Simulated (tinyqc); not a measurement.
# Ballistic Schottky-barrier transistor with a two-dimensional channel, WKB contacts, step by step

Numbers from tinyqc (`OMP_NUM_THREADS=1 python tinyqc.py 2390063 2390064 out.jsonl`; about 0.5 s on one thread of a shared Intel Xeon 2.30GHz). Printed values are rounded.

Source Fermi level 0, drain Fermi level -Vd. Far from the contacts Ec = pn - psi, and the gate moves psi one to one; the band edges relax as exp(-x/lam) from pn at the source and pn - Vd at the drain; Ev = Ec - Eg. A carrier of energy w inside the channel band meets at a contact a barrier of height D (the contact edge beyond the channel edge): T = 1 for w >= D, else exp(-S), S = 4 lam sqrt(m/C) [sqrt(D - w) - sqrt(w) arctan sqrt((D - w)/w)], C = hbar^2/(2 m0). The two contacts combine as Ts Td/(Ts + Td - Ts Td).

Inputs (values chosen for the exercise); channel values close to those of an ultrathin silicon body with silicide contacts: temperature T = 350 K; band gap Eg = 1.12 eV; barrier for electrons at both contacts pn = 0.29 eV; electron mass mn = 0.18 m0; hole mass mp = 0.26 m0; valleys or subbands g = 2; screening length at the contacts lam = 3.6 nm; drain bias Vd = 0.5 V; band shift psi of the channel by the gate ps = 0.18 V; energy of one carrier inside the channel band w0 = 0.091 eV; upper end of the grid wm = 0.39 eV; points of the grid nE = 15.

Constants: q = 1.602176634e-19 C, kB = 1.380649e-23 J/K, hbar = 1.054571817e-34 J s, h = 6.62607015e-34 J s, m0 = 9.1093837015e-31 kg, Vt = kB T/q, hbar^2/(2 m0) = 0.0380998212 eV nm^2. Results are converted to the units shown.

Range of the model: No scattering, image-force lowering, channel charge or band-to-band tunnelling; parabolic kappa overstates S deep in the gap.

## Band edges and barriers

Electrons: Ds = psi, Dd = psi - Vd, Es = Ec, Ed = Ec + Vd. Holes: Ds = -psi, Dd = Vd - psi, Es = -Ev, Ed = -Ev - Vd. The size of each current is taken; both flow from drain to source and add.

Ec = 0.11 eV
Ev = -1.01 eV
D for electrons (eV): source 0.180000, drain -0.320000
D for holes (eV): source -0.180000, drain 0.320000

A negative D is no barrier. Here the electrons carry the larger current.

## Transmission of one of the electrons

S and T at both contacts for w = w0, and the tunnelling distance lam ln(D/w) at the higher barrier.

S at the source = 1.97437
S at the drain = 0
combined T = 0.138849
tunnelling distance = 2.45555 nm

## Current of the electrons on a coarse grid

I/W = g (2 q^2/h) int T(w) [N(Es + w) - N(Ed + w)] dw with w the energy of motion along the channel, N(y) = (1/2 pi) sqrt(pi m kB T/C) Fm(-y/kB T), Fm(x) = (1/sqrt(pi)) int_0^infinity u^(-1/2)/(1 + exp(u - x)) du. Electrons: Ds = psi, Dd = psi - Vd, Es = Ec, Ed = Ec + Vd. Holes: Ds = -psi, Dd = Vd - psi, Es = -Ev, Ed = -Ev - Vd. The size of each current is taken; both flow from drain to source and add. Simpson's rule on nE equally spaced w from 0 to wm.

```
point	w (eV)	Ts	Td	T	size of the supply difference (1/um)
0	0.000000	1.70960e-6	1	1.70960e-6	2.72553
1	0.027857	0.00220983	1	0.00220983	1.09414
2	0.055714	0.0226352	1	0.0226352	0.436365
3	0.083571	0.101319	1	0.101319	0.173574
4	0.111429	0.287617	1	0.287617	0.0689700
5	0.139286	0.591065	1	0.591065	0.0273940
6	0.167143	0.916660	1	0.916660	0.0108787
7	0.195000	1	1	1	0.00431987
8	0.222857	1	1	1	0.00171535
9	0.250714	1	1	1	6.81132e-4
10	0.278571	1	1	1	2.70463e-4
11	0.306429	1	1	1	1.07395e-4
12	0.334286	1	1	1	4.26440e-5
13	0.362143	1	1	1	1.69329e-5
14	0.390000	1	1	1	6.72368e-6
```

current = 0.357898 uA/um

A converged quadrature gives 0.3586 uA/um; this grid is 0.20 % below that. 9.26 % of it passes over both barriers, the rest tunnels. The other carrier adds 2.89e-8 uA/um.
